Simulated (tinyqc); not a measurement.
Worked calculation: UHF in the 6-31g basis, for H2, spin multiplicity 1. One step of it, computed by the program tinyqc.

Task: Iteration 2: diagonalisation and new density. Diagonalise F' = X^T F X, C = X C', fill 1 alpha and 1 beta electrons from the bottom; D(s) = C_occ C_occ^T. Each column has its largest component positive (the first on a tie).

F(alpha) (hartree):
```
           1H 1s      1H 2s      2H 1s      2H 2s
1H 1s  -0.170007  -0.573865  -0.255941  -0.372423
1H 2s  -0.573865  -0.375212  -0.212575  -0.261806
2H 1s  -0.255941  -0.212575   0.459020  -0.135019
2H 2s  -0.372423  -0.261806  -0.135019  -0.077131
```

F(beta) (hartree):
```
           1H 1s      1H 2s      2H 1s      2H 2s
1H 1s   0.459020  -0.135019  -0.255941  -0.212575
1H 2s  -0.135019  -0.077131  -0.372423  -0.261806
2H 1s  -0.255941  -0.372423  -0.170007  -0.573865
2H 2s  -0.212575  -0.261806  -0.573865  -0.375212
```

X:
```
               1          2          3         4
1H 1s  -0.715443   0.908870   0.637671  0.277305
1H 2s   1.497038  -0.704202   0.304747  0.357900
2H 1s   0.715443   0.908870  -0.637671  0.277305
2H 2s  -1.497038  -0.704202  -0.304747  0.357900
```

Give: F' = X^T F X; orbital energies; coefficients C; F' = X^T F X; orbital energies; coefficients C; D(alpha) after iteration 2; D(beta) after iteration 2.

Result:

F' = X^T F X (alpha) (hartree):
```
        1       2       3       4
1   0.835   0.042  -0.424   0.003
2   0.042   0.988  -0.109   0.022
3  -0.424  -0.109   0.284  -0.304
4   0.003   0.022  -0.304  -0.399
```

orbital energies (alpha) (hartree): MO1 -0.533, MO2 0.166, MO3 0.936, MO4 1.140

coefficients C (alpha):
```
         MO1     MO2     MO3     MO4
1H 1s  0.432  -0.111  -1.243  -0.279
1H 2s  0.622  -0.751   1.294   0.576
2H 1s  0.094   0.178  -0.265   1.308
2H 2s  0.009   1.167  -0.088  -1.261
```

F' = X^T F X (beta) (hartree):
```
        1       2       3       4
1   0.835  -0.042  -0.424  -0.003
2  -0.042   0.988   0.109   0.022
3  -0.424   0.109   0.284   0.304
4  -0.003   0.022   0.304  -0.399
```

orbital energies (beta) (hartree): MO1 -0.533, MO2 0.166, MO3 0.936, MO4 1.140

coefficients C (beta):
```
         MO1     MO2     MO3     MO4
1H 1s  0.094   0.178  -0.265   1.308
1H 2s  0.009   1.167  -0.088  -1.261
2H 1s  0.432  -0.111  -1.243  -0.279
2H 2s  0.622  -0.751   1.294   0.576
```

D(alpha) after iteration 2:
```
       1H 1s  1H 2s  2H 1s  2H 2s
1H 1s  0.187  0.269  0.041  0.004
1H 2s  0.269  0.387  0.058  0.006
2H 1s  0.041  0.058  0.009  0.001
2H 2s  0.004  0.006  0.001  0.000
```

D(beta) after iteration 2:
```
       1H 1s  1H 2s  2H 1s  2H 2s
1H 1s  0.009  0.001  0.041  0.058
1H 2s  0.001  0.000  0.004  0.006
2H 1s  0.041  0.004  0.187  0.269
2H 2s  0.058  0.006  0.269  0.387
```
